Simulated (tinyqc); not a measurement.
Static constant against the gap: interband optics of a two-band s-p chain from momentum matrix elements.

H(k) = [[Es - 2 ts cos ka, 2i V sin ka], [-2i V sin ka, Ep_ + 2 tp cos ka]] in the basis s, p; the lower band is full, with two electrons a cell. The velocity operator times hbar is W = dH/dk (eV angstrom); intra-atomic dipoles are left out.

With w(k) = |<c|W|v>|^2 and D(k) = Ec - Ev, on the mesh k_j = (j + 1/2)/N (2 pi/a): eps(E) = 1 + (8 pi e2/(a Ar)) mean_j (w/D^2) [1/(D - E - i eta) + 1/(D + E + i eta)], e2 = e^2/(4 pi eps0); light polarised along the chains, no local fields.

Constants: e^2/(4 pi eps0) = 14.39964547 eV angstrom; hbar^2/2m0 = 3.80998211 eV angstrom^2.

Parameters, chosen for this exercise: a = 2.34 angstrom (period); Ep_ = -2.27 eV (lower orbital (p)); ts = 0.4 eV (s-s hopping); tp = 0.55 eV (p-p hopping); V = 0.5 eV (s-p hopping); Ar = 9.9 angstrom^2 (cross-section per chain).

Es takes the values listed; mesh of 400 points; the Penn-type estimate is 1 + 8 pi c e2 n_eff/(a Ar Dm^2) with Dm the f-weighted mean of D, f = w/(c D), n_eff = 2 mean(f), c = hbar^2/2m0.

Results:

| Es (eV) | smallest D (eV) | Dm (eV) | n_eff | eps(0) | estimate |
|---|---|---|---|---|---|
| 3.03 | 3.400 | 5.221 | 0.274 | 1.811 | 1.599 |
| 3.33 | 3.700 | 5.526 | 0.259 | 1.662 | 1.505 |
| 3.83 | 4.200 | 6.032 | 0.238 | 1.487 | 1.389 |
| 4.33 | 4.700 | 6.538 | 0.219 | 1.370 | 1.305 |
| 6.33 | 6.700 | 8.553 | 0.168 | 1.153 | 1.137 |
| 8.33 | 8.700 | 10.562 | 0.136 | 1.078 | 1.073 |

Give the missing row, Es (eV) = 5.33.

Computed row:
```
Es (eV)  smallest D (eV)  Dm (eV)  n_eff  eps(0)  estimate
5.33               5.700    7.546  0.190   1.229     1.199
```

eps(0) - 1 falls from 0.811 to 0.078, as Dm^-3.32; a fixed n_eff would give the power -2, and n_eff goes from 0.274 to 0.136. The single-gap estimate is low by 26.2 % of eps(0) - 1 in the first row and 7.1 % in the last, since 1/D^2 favours the smallest separations. n_eff need not equal the 2 electrons of the cell: a two-orbital basis with chosen hoppings does not obey the free-electron sum rule.

tinyqc: `OMP_NUM_THREADS=1 python tinyqc.py 1681907 1681908 out.jsonl`; about 0.01 s, one thread, shared Intel(R) Xeon(R) Processor @ 2.30GHz.
